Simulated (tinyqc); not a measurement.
Strained alloy layer of InP and GaP on (001) GaAs, model-solid band line-up: gaps, strain and offsets against composition.

The layer is x parts of the first compound and 1 - x of the second, grown coherently on the third as substrate and barrier. Rows of the table: lattice constant a, average valence level Ea on an absolute scale, spin-orbit splitting so, gaps at Gamma, X and L, hydrostatic deformation potentials av and ac (Gamma), shear potential b, elastic constants, electron and heavy-hole (along z) masses. All are interpolated linearly in x; gaps get -C x (1 - x), taken wholly in the conduction band; real line-ups can differ from this model by 0.1 eV or more.

In-plane strain e = (a_substrate - a)/a, e_z = -2 (c12/c11) e, volume change 2 e + e_z. With v = 2 e + e_z and d = 2 b (e_z - e): Eav = Ea + av v; E_hh = Eav + so/3 - d/2; E_lh = Eav - so/6 + d/4 + sqrt(so^2 + so d + 9 d^2/4)/2; E_c = Ea + so/3 + EG + ac v (Gamma). Substrate: E_v = Ea + so/3, E_c = E_v + EG. Well depths: dEc = E_c(substrate) - E_c, dEhh = E_hh - E_v(substrate), dElh likewise; strained Gamma gap E_c - max(E_hh, E_lh); positive values confine carriers in the layer. Matthews-Blakeslee for 60-degree dislocations in a single layer: hc = k (ln(hc/bv) + 1), k = bv (1 - nu/4)/(4 pi |e| (1 + nu)), nu = c12/(c11 + c12), bv = a/sqrt(2); the larger root. The valence offset is the larger of dEhh and dElh; a dash marks |e| under 0.02 % or no root.

Values chosen for this exercise: bowing of the Gamma gap CG = 0.65 eV; bowing of the X gap CX = 0.2 eV; bowing of the L gap CL = 1.03 eV.

Binary compounds, values chosen for the exercise:
```
              close to InP  close to GaP  close to GaAs
a (angstrom)         5.869         5.451          5.653
Ea (eV)              -7.04          -7.4          -6.92
so (eV)              0.109        0.0798           0.34
EG (eV)               1.34           2.8           1.43
EX (eV)               2.17          2.23           1.89
EL (eV)               1.95          2.59           1.71
av (eV)               1.26          1.68           1.16
ac (eV)              -4.98         -7.24          -7.24
b (eV)               -1.68         -1.79          -1.68
c11 (GPa)              101           141            119
c12 (GPa)             56.8          61.7           54.3
me (m0)             0.0804          0.13         0.0667
mh (m0)              0.536         0.331          0.347
```

Results:
columns A: x; B: e (%); C: relaxed Gamma gap (eV); D: lower of X and L gaps (eV); E: strained Gamma gap (eV); F: E_hh - E_lh (meV); G: dEc (eV); H: valence offset (eV); I: hc (nm)
```
A           B      C      D      E       F         G        H     I
0.25    1.755  2.313  2.178  2.059  -157.3   -0.2827  -0.3468  4.20
0.31    1.298  2.208  2.169  2.028  -112.9   -0.2360  -0.3619  6.39
0.38   0.7694  2.092  2.104  1.991  -63.26   -0.1843  -0.3770  12.8
0.5   -0.1237  1.907  2.013  1.913   8.096   -0.1033  -0.3795   119
0.56  -0.5643  1.822  1.978  1.845   30.06  -0.06647  -0.3484  18.9
0.62   -1.001  1.742  1.951  1.779   42.60  -0.03204  -0.3169  9.05
0.69   -1.506  1.654  1.928  1.705   50.74  0.004960  -0.2796  5.20
0.75   -1.934  1.583  1.917  1.643   55.13   0.03393  -0.2471  3.64
```

Estimate the missing row, x = 0.44.

Computed row:
columns A: x; B: e (%); C: relaxed Gamma gap (eV); D: lower of X and L gaps (eV); E: strained Gamma gap (eV); F: E_hh - E_lh (meV); G: dEc (eV); H: valence offset (eV); I: hc (nm)
```
A          B      C      D      E       F        G        H     I
0.44  0.3209  1.997  2.055  1.958  -24.24  -0.1426  -0.3858  38.1
```

With this row back in the table: The relaxed Gamma gap falls from 2.31 to 1.58 eV and the strained one falls from 2.06 to 1.64 eV. The lattice matches the substrate at x = 0.483; the heavy hole is on top where the layer is compressed (e < 0) and the light hole where it is stretched. The relaxed alloy turns direct at x = 0.363. dEc rises from -0.283 to 0.0339 eV and the valence offset goes from -0.347 through a minimum of -0.386 (at x = 0.44 among the rows listed) to -0.247 eV. At the largest strain listed, -1.93 %, strain changes the gap by 60.0 meV. For x = 0.25, 0.31 the lowest conduction valley of the relaxed alloy is X or L, so the gap and dEc listed hold for Gamma only.

tinyqc, about 0.01 s, one thread, Intel Xeon 2.30GHz (shared host): `OMP_NUM_THREADS=1 python tinyqc.py 2690088 2690089 out.jsonl`
